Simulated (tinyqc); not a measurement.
Natural valence-band line-up: bond-orbital model of a tetrahedral semiconductor (Harrison's universal couplings).

Hybrid level eh = (es + 3 ep)/4; metallic energy V1 = (ep - es)/4 for each atom; covalent energy V2 = 3.22 hbar^2/(m d^2); polar energy V3 = (ehc - eha)/2; hbar^2/m = 2c, c = hbar^2/2m0. Polarity ap = V3/sqrt(V2^2 + V3^2), covalency ac = V2/sqrt(V2^2 + V3^2). p-p coupling at Gamma Exx = (4/3)(2.22 - 2 x 0.63) hbar^2/(m d^2) = 1.28 hbar^2/(m d^2), s-s coupling Ess = 4 x 1.32 hbar^2/(m d^2).

Constants: hbar^2/2m0 = 3.80998211 eV angstrom^2.

Compounds, values chosen for the exercise (eV, angstrom):
```
name,esc,epc,esa,epa,d,Z
GaP-like,-11.51,-5.69,-18.95,-9.62,2.36,5
GaAs-like,-11.58,-5.6,-19.02,-8.99,2.46,5
ZnSe-like,-8.05,-4,-22.75,-10.61,2.46,6
AlAs-like,-10.65,-5.79,-18.8,-8.97,2.45,5
BN-like,-13.31,-8.5,-26.14,-14.04,1.58,5
Ge-like,-15.19,-7.37,-15.19,-7.37,2.45,4
```

Ev is the lower root of [[epa, 1.28 u], [1.28 u, epc]], u = hbar^2/(m d^2). Without interface dipole the offset is the difference of Ev. With the dipole taken as complete, the mean hybrid levels (ehc + eha)/2 line up instead, so Ev less that mean is compared. Offsets are against the first row.

Line-up (eV):
```
name,Ev,mean hybrid,"offset, natural","offset, hybrids aligned"
GaP-like,-10.287,-9.549,0.000,0.000
GaAs-like,-9.634,-9.296,0.653,0.401
ZnSe-like,-10.982,-9.329,-0.695,-0.915
AlAs-like,-9.653,-9.216,0.634,0.301
BN-like,-16.059,-13.384,-5.772,-1.937
Ge-like,-8.995,-9.325,1.292,1.068
```

On the natural scale Ge-like has the highest valence band and BN-like the lowest, 7.06 eV apart; Ev is the anion p level pushed down by the p-p coupling, most for short and weakly polar bonds; cation d levels, left out, change the order of some real compounds. Aligning the hybrids changes the offsets by up to 3.83 eV (BN-like) and reverses no sign.

Run: tinyqc, `OMP_NUM_THREADS=1 python tinyqc.py 1482548 1482549 out.jsonl`; Intel(R) Xeon(R) Processor @ 2.30GHz, one thread, shared host; about 0.01 s of CPU time with all checks.
